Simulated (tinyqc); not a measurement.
## Thin-film transistor with exponential tail and deep states, accumulation layer: effect of the total density of deep states

An undoped film in accumulation, thicker than the space-charge layer. With band bending psi the Fermi level lies E0 - psi below the band edge. Free electrons n = n0 exp(psi/Vt) carry the current; electrons in two exponential distributions of traps, a = a0 exp(psi/Va) and d = d0 exp(psi/Vp), do not. Linear regime, ohmic contacts, traps in equilibrium.

Va = kB Tt/q, Vp = kB Td/q; n0 = Nc exp(-E0/Vt), a0 = Nt th(T/Tt) exp(-E0/Va), d0 = Nd th(T/Td) exp(-E0/Vp), th(x) = pi x/sin(pi x). G(psi) = sum over the three kinds of c0 [V (exp(psi/V) - 1) - psi], field F = sqrt(2 q G/(eps0 eps_r)); Vg = psi + eps0 eps_r F/Ci at the surface. Total charge Q = Ci (Vg - psi_s); free charge Qf = q times the integral of n0 (exp(psi/Vt) - 1)/F over psi from 0 to psi_s; I = (W/L) mb Qf Vd; effective mobility mb Qf/Q.

Values chosen for this exercise; values close to those of an organic semiconductor:

| symbol | value | unit | meaning |
|---|---|---|---|
| T | 290 | K | temperature |
| eps_r | 3.2 |  | relative permittivity of the semiconductor |
| Nc | 1.2e20 | cm^-3 | density of extended states |
| mb | 3.6 | cm^2/(V s) | band mobility |
| Nt | 1.1e20 | cm^-3 | total density of tail states |
| Tt | 430 | K | characteristic temperature of the tail |
| Td | 1240 | K | characteristic temperature of the deep states |
| E0 | 0.64 | eV | bulk Fermi level below the band edge |
| Ci | 12 | nF/cm^2 | gate capacitance |
| WL | 5 |  | ratio W/L |
| Vd | 0.2 | V | drain voltage |
| Vg | 14 | V | gate voltage above flat band |

Constants: q = 1.602176634e-19 C, kB = 1.380649e-23 J/K, Vt = kB T/q, eps0 = 8.8541878128e-14 F/cm where lengths are in cm. Results are converted to the units shown.

Effect of the total density of deep states:

| Nd (cm^-3) | E0 - psi_s (eV) | Q (nC/cm^2) | free share (%) | effective mobility (cm^2/(V s)) | I (nA) |
|---|---|---|---|---|---|
| 3e16 | 0.1338 | 161.9 | 3.729 | 0.1342 | 21.74 |
| 7.3e16 | 0.1339 | 161.9 | 3.690 | 0.1328 | 21.51 |
| 1.8e17 | 0.1344 | 161.9 | 3.597 | 0.1295 | 20.97 |
| 4.2e17 | 0.1353 | 161.9 | 3.406 | 0.1226 | 19.86 |
| 1e18 | 0.1377 | 162.0 | 3.005 | 0.1082 | 17.52 |
| 2.5e18 | 0.1440 | 162.0 | 2.209 | 0.07954 | 12.89 |
| 6e18 | 0.1595 | 162.2 | 1.100 | 0.03959 | 6.423 |

As Nd goes from 3e16 to 6e18 cm^-3, the free share falls from 3.73 to 1.10 %, the distance of the Fermi level from the edge rises from 0.134 to 0.160 eV and the current falls from 21.7 to 6.42 nA. Q varies by only 0.19 %: the gate sets the charge, the traps decide how much of it moves. For Nd = 3e16 to 1e18 cm^-3 the th form, which assumes a Fermi level far below the edge, overcounts the filled tail at the surface by more than 15 %.

Computed by the program tinyqc: `OMP_NUM_THREADS=1 python tinyqc.py 2610067 2610068 out.jsonl`, one thread of a shared Intel Xeon 2.30GHz, about 0.02 s for the whole run.
